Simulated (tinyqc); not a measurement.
# Inputs raised by 5 %, one at a time

Model: inversion-layer mobility, back-scattering and ballistic limit of a field-effect transistor. Computed by tinyqc, a small Python program. Command: `OMP_NUM_THREADS=1 python tinyqc.py 3013092 3013093 out.jsonl mos sens`. One thread of a shared host (Intel(R) Xeon(R) Processor @ 2.30GHz), about 0.02 s of CPU time with the checks.

The charge at the top of the source barrier is fixed by the gate; series resistance and short-channel effects are left out. F_j are Fermi integrals normalised to exp(eta) in the classical limit.

Inputs (values chosen for the exercise, modelled on a germanium p-channel):
```
quantity                                       value        unit
transport mass m                                0.19         m_0
valley degeneracy g_v                              1           -
weight w of the inversion charge               0.333           -
permittivity eps                                  16           -
phonon mobility at 1 MV/cm and 300 K, mu_ph      280  cm^2/(V s)
roughness mobility at 1 MV/cm, mu_sr             280  cm^2/(V s)
Coulomb mobility at N_inv = 1e12/cm^2, mu_C      370  cm^2/(V s)
electrical oxide thickness t_inv                 3.4          nm
depletion charge N_dep                       2.5e+11      1/cm^2
gate overdrive V_G - V_T                        0.12           V
drain voltage V_D                               0.71           V
channel length L                                 610          nm
exponent a of the critical length               0.65           -
temperature T                                    200           K
```

Statistics at the top of the barrier: non-degenerate.

Constants: eps_0 = 8.8541878128e-12 F/m; e = 1.602176634e-19 C; m_0 = 9.1093837015e-31 kg; k_B = 1.380649e-23 J/K; hbar = 1.054571817e-34 J s; k_B = 8.617333262e-05 eV/K.

Method:
- N_inv = 3.9 eps_0 (V_G - V_T)/(e t_inv); effective field E_eff = e (N_dep + w N_inv)/(eps eps_0).
- mu_phonon = mu_ph (E_eff/1 MV/cm)^(-0.3) (T/300 K)^(-1.75); mu_rough = mu_sr (E_eff/1 MV/cm)^(-2); mu_Coulomb = mu_C (N_inv/1e12 cm^-2) (T/300 K); Matthiessen's rule adds 1/mu.
- Non-degenerate: every F_j(eta) is replaced by exp(eta).
- Ballistic channel: N_2D = g_v m k_B T/(pi hbar^2), U = e V_D/(k_B T); eta_F solves N_inv = (N_2D/2)[F_0(eta_F) + F_0(eta_F - U)]; v_T = sqrt(2 k_B T/(pi m)); I/W = e (N_2D/2) v_T [F_1/2(eta_F) - F_1/2(eta_F - U)]; injection velocity v_T F_1/2(eta_F)/F_0(eta_F).
- Mean free path lambda = (2 k_B T/e)(mu/v_T) F_0(eta_0)/F_-1/2(eta_0), with eta_0 from N_inv = N_2D F_0(eta_0); critical length l = L (1 + U)^(-a), an empirical rule; back-scattering r = l/(l + lambda). Then eta solves N_inv = (N_2D/2)[(1 + r) F_0(eta) + (1 - r) F_0(eta - U)] and I/W = e (N_2D/2) v_T (1 - r)[F_1/2(eta) - F_1/2(eta - U)].
- Ballistic ratio: I over the ballistic current. Apparent mobility 1/(1/mu + 1/mu_B), mu_B = mu L/lambda.

Runs; columns: (1) input moved; (2) from; (3) to; (4) ballistic ratio; (5) ballistic current I/W (microampere/micrometre); (6) mean free path lambda (nm); (7) injection velocity (1e7 cm/s):
```
(1)                                                           (2)        (3)       (4)     (5)     (6)     (7)
base run                                                        -          -  0.049853  122.83  5.6212  1.0078
phonon mobility at 1 MV/cm and 300 K, mu_ph (cm^2/(V s))      280        294  0.050130  122.83  5.6541  1.0078
roughness mobility at 1 MV/cm, mu_sr (cm^2/(V s))             280        294  0.049857  122.83  5.6217  1.0078
Coulomb mobility at N_inv = 1e12/cm^2, mu_C (cm^2/(V s))      370      388.5  0.051910  122.83  5.8659  1.0078
depletion charge N_dep (1/cm^2)                           2.5e+11  2.625e+11  0.049806  122.83  5.6156  1.0078
gate overdrive V_G - V_T (V)                                 0.12      0.126  0.051858  128.97  5.8597  1.0078
channel length L (nm)                                         610      640.5  0.047592  122.83  5.6212  1.0078
temperature T (K)                                             200        210  0.051038  125.86  5.9432  1.0327
```

Exponents ln(y'/y) / ln(x'/x):
```
input                                        ballistic ratio  ballistic current I/W  mean free path lambda  injection velocity
phonon mobility at 1 MV/cm and 300 K, mu_ph            0.114                    0.0                  0.120                 0.0
roughness mobility at 1 MV/cm, mu_sr                   0.002                    0.0                  0.002                 0.0
Coulomb mobility at N_inv = 1e12/cm^2, mu_C            0.829                    0.0                  0.873                 0.0
depletion charge N_dep                                -0.019                    0.0                 -0.020                 0.0
gate overdrive V_G - V_T                               0.808                    1.0                  0.852                 0.0
channel length L                                      -0.951                    0.0                  0.000                 0.0
temperature T                                          0.482                    0.5                  1.142                 0.5
```

Among the inputs moved here: ballistic ratio answers most in size to channel length L (exponent -0.951), next to Coulomb mobility at N_inv = 1e12/cm^2, mu_C (+0.829). Ballistic current I/W answers most in size to gate overdrive V_G - V_T (exponent +1.000), next to temperature T (+0.500); its exponent is below 0.0005 for phonon mobility at 1 MV/cm and 300 K, mu_ph, roughness mobility at 1 MV/cm, mu_sr, Coulomb mobility at N_inv = 1e12/cm^2, mu_C, depletion charge N_dep, channel length L. mean free path lambda answers most in size to temperature T (exponent +1.142), next to Coulomb mobility at N_inv = 1e12/cm^2, mu_C (+0.873); its exponent is below 0.0005 for channel length L. injection velocity answers most in size to temperature T (exponent +0.500); its exponent is below 0.0005 for phonon mobility at 1 MV/cm and 300 K, mu_ph, roughness mobility at 1 MV/cm, mu_sr, Coulomb mobility at N_inv = 1e12/cm^2, mu_C, depletion charge N_dep, gate overdrive V_G - V_T, channel length L. Its exponent +0.500 in temperature T: a thermal velocity.

Caution (all rows): eta_F is above -1, so the non-degenerate formulas understate the injection velocity and the current. Caution (all rows): the current exceeds the long-channel drift law, so the empirical rule for l, meant for short channels, is too generous here.
